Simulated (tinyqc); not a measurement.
# Worked calculation: charge-trap memory cell

Computed by the program tinyqc: `OMP_NUM_THREADS=1 python tinyqc.py 2130092 2130093 out.jsonl`, one thread of a shared Intel Xeon 2.30GHz, about 0.07 s for the whole run. Printed values are rounded.

Channel, tunnel oxide, storage layer, blocking layer, gate. N electrons per area sit in a sheet at the centroid and shift the threshold by U = (q/eps0) N (tb/eb + xc tn/en). EOT = t1 + 3.9 (tn/en + tb/eb); tunnel field F = (Vg - U)/EOT; dN/dt = eta (J/q)(1 - N/Nm). Fowler-Nordheim: J = A F^2 exp(-B/F), A = q^2/(16 pi^2 hbar mo phi) (times 1e14 for A/cm^2 with F in V/nm, emitter mass m0), B = (4/3) sqrt(mo/C) phi^1.5, C = hbar^2/(2 m0).

Values chosen for this exercise; oxide values close to those of silicon dioxide, storage layer close to silicon nitride, blocking layer close to silicon dioxide:
- phi = 3.1 eV (tunnel barrier)
- mo = 0.42 m0 (tunnelling mass)
- t1 = 4 nm (tunnel oxide (permittivity 3.9))
- tn = 4.1 nm (storage layer)
- en = 7.5 (its relative permittivity)
- tb = 7.9 nm (blocking layer)
- eb = 3.9 (its relative permittivity)
- xc = 0.31 (charge centroid, share of tn counted from the blocking side)
- eta = 0.73 (capture efficiency of an empty layer)
- Nm = 2e13 cm^-2 (trap density)
- T = 300 K (storage temperature)
- E1 = 0.79 eV (shallowest trap depth)
- E2 = 1.69 eV (deepest trap depth)
- nu = 1e13 1/s (attempt frequency)
- Vg = 16.5 V (gate voltage less flat band and surface potential)
- d0 = 4.5e-7 s (first time step)
- gr = 1.8 (growth of the step)
- n = 11 (steps)

Constants: q = 1.602176634e-19 C, kB = 1.380649e-23 J/K, hbar = 1.054571817e-34 J s, m0 = 9.1093837015e-31 kg, Vt = kB T/q, eps0 = 8.8541878128e-14 F/cm where lengths are in cm, hbar^2/(2 m0) = 0.0380998212 eV nm^2. Results are converted to the units shown.

Range of the model: The Fowler-Nordheim form needs F t1 above phi; trap-assisted paths and leakage through the blocking layer are left out.

## Constants of the stack

EOT, the shift for 1e12 electrons per cm^2, the shift with all traps full, and the starting field, current and rate.

EOT = 14.0320 nm
shift for 1e12 cm^-2 = 0.397208 V
shift with all traps full = 7.94415 V
F(0) = 1.17588 V/nm
J(0) = 0.194959 A/cm^2
dN/dt at the start = 8.88292e17 cm^-2 s^-1

## Midpoint steps of growing length

N(half) = N + (d/2) r(N), N(new) = N + d r(N(half)), r = dN/dt; the step starts at d0 and is multiplied by gr each time. Field in the blocking layer (3.9 F + q N/eps0)/eb.

| step | t (s) | N (cm^-2) | U (V) | F (V/nm) | blocking field (V/nm) |
|---|---|---|---|---|---|
| 0 | 0 | 0 | 0.00000 | 1.17588 | 1.17588 |
| 1 | 4.5e-7 | 3.54872e11 | 0.14096 | 1.16584 | 1.18230 |
| 2 | 1.26e-6 | 8.42658e11 | 0.33471 | 1.15203 | 1.19113 |
| 3 | 2.718e-6 | 1.45341e12 | 0.57731 | 1.13474 | 1.20218 |
| 4 | 5.34240e-6 | 2.15649e12 | 0.85658 | 1.11484 | 1.21490 |
| 5 | 1.00663e-5 | 2.91569e12 | 1.15813 | 1.09335 | 1.22863 |
| 6 | 1.85694e-5 | 3.70077e12 | 1.46997 | 1.07113 | 1.24283 |
| 7 | 3.38749e-5 | 4.49061e12 | 1.78370 | 1.04877 | 1.25712 |
| 8 | 6.14248e-5 | 5.27177e12 | 2.09399 | 1.02665 | 1.27125 |
| 9 | 1.11015e-4 | 6.03615e12 | 2.39760 | 1.00502 | 1.28508 |
| 10 | 2.00276e-4 | 6.77910e12 | 2.69271 | 0.98399 | 1.29852 |
| 11 | 3.60947e-4 | 7.49817e12 | 2.97833 | 0.96363 | 1.31153 |

A converged integration gives U = 3.064 V at the last time; the steps are 2.8 % below that. The tunnel field falls by 18.1 % while the blocking field rises by 11.5 %.

## Retention after ten years

Retention: filled traps are spread evenly in depth from E1 to E2, and each empties at the rate nu exp(-E/kB T). The share left is the mean of exp(-nu t exp(-E/kB T)) = [kB T/(E2 - E1)] [E1x(nu t exp(-E2/kB T)) - E1x(nu t exp(-E1/kB T))], E1x the exponential integral; traps shallower than about Ed = kB T ln(nu t) are empty. t = 3.15576e8 s.

Ed = 1.27976 eV
share left = 0.439237
loss a decade while Ed lies between E1 and E2, kB T ln 10/(E2 - E1) = 0.0661405

The sharp-edge estimate (E2 - Ed)/(E2 - E1) is 0.456; the true edge lies 0.577 kB T deeper.
